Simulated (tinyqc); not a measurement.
Segment and feed resistance from two drops.

Question. A rail is fed at one end through Rq; K loads of Ij follow, each after a segment Rs. The drop at load j is K Ij Rq + Rs Ij sum_(l=1..j) (K - l + 1). Find Rs, Rq and the worst drop, at the middle, if the rail were fed through Rq at both ends: K Ij Rq/2 + Rs Ij K^2/8 with the load taken as continuous.

Values chosen for this exercise: number of equal loads K = 8; current of each load Ij = 0.6 mA.

drops at the first and at the last load (mV): 0.5568  1.548

Answer. The difference of the two drops is Rs Ij K (K - 1)/2, which gives Rs; the first drop then gives Rq.

Rs = 0.0590 ohm
Rq = 0.0570 ohm
drop at the middle with two feeds = 0.420 mV

Program tinyqc, `OMP_NUM_THREADS=1 python tinyqc.py 2770217 2770218 out.jsonl`; Intel Xeon 2.30GHz, shared host, one thread, about 0.3 s.
